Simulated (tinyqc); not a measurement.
Worked calculation: FCI on RHF in the sto-6g basis, for H4, spin multiplicity 1. One step of it, computed by the program tinyqc.

Problem. Integrals over molecular orbitals. (pq|rs) = sum C_ip C_jq C_kr C_ls (ij|kl), one index at a time.

coefficients C:
```
            MO1        MO2        MO3        MO4
1H 1s  0.375457   0.399098   0.860628   0.884647
2H 1s  0.375457   0.399098  -0.860628  -0.884647
3H 1s  0.375457  -0.399098   0.860628  -0.884647
4H 1s  0.375457  -0.399098  -0.860628   0.884647
```

core Hamiltonian H = T + V (hartree), lower triangle:
```
           1H 1s      2H 1s      3H 1s      4H 1s
1H 1s  -1.557711
2H 1s  -1.268104  -1.557711
3H 1s  -0.104920  -0.090219  -1.557711
4H 1s  -0.090219  -0.104920  -1.268104  -1.557711
```

Two-electron integrals (ij|kl) in chemists' order, unique and non-zero (hartree):
```
(11|11) 0.774999   (21|11) 0.454722   (21|21) 0.309368   (22|11) 0.576789
(22|21) 0.454722   (22|22) 0.774999   (31|11) 0.022896   (31|21) 0.014547
(31|22) 0.020033   (31|31) 0.001426   (32|11) 0.017857   (32|21) 0.012418
(32|22) 0.018694   (32|31) 0.001144   (32|32) 0.000980   (33|11) 0.214540
(33|21) 0.142258   (33|22) 0.205932   (33|31) 0.022896   (33|32) 0.018694
(33|33) 0.774999   (41|11) 0.018694   (41|21) 0.012418   (41|22) 0.017857
(41|31) 0.001144   (41|32) 0.000971   (41|33) 0.017857   (41|41) 0.000980
(42|11) 0.020033   (42|21) 0.014547   (42|22) 0.022896   (42|31) 0.001262
(42|32) 0.001144   (42|33) 0.020033   (42|41) 0.001144   (42|42) 0.001426
(43|11) 0.142258   (43|21) 0.096307   (43|22) 0.142258   (43|31) 0.014547
(43|32) 0.012418   (43|33) 0.454722   (43|41) 0.012418   (43|42) 0.014547
(43|43) 0.309368   (44|11) 0.205932   (44|21) 0.142258   (44|22) 0.214540
(44|31) 0.020033   (44|32) 0.017857   (44|33) 0.576789   (44|41) 0.018694
(44|42) 0.022896   (44|43) 0.454722   (44|44) 0.774999
```

Give: one-electron integrals over orbitals h = C^T H C; Two-electron integrals over orbitals.

Solution.

one-electron integrals over orbitals h = C^T H C (hartree), lower triangle:
```
         1        2        3        4
1  -1.7034
2   0.0000  -1.6761
3   0.0000   0.0000  -0.9016
4   0.0000   0.0000   0.0000  -0.8606
```

Two-electron integrals over orbitals (pq|rs), unique and non-zero (hartree):
```
(11|11) 0.4391   (21|21) 0.2342   (22|11) 0.4449   (22|22) 0.4522
(31|31) 0.0913   (32|32) 0.0879   (33|11) 0.4322   (33|22) 0.4387
(33|33) 0.4483   (41|32) 0.0865   (41|41) 0.0852   (42|31) 0.0942
(42|42) 0.0976   (43|21) 0.2305   (43|43) 0.2494   (44|11) 0.4365
(44|22) 0.4438   (44|33) 0.4534   (44|44) 0.4590
```
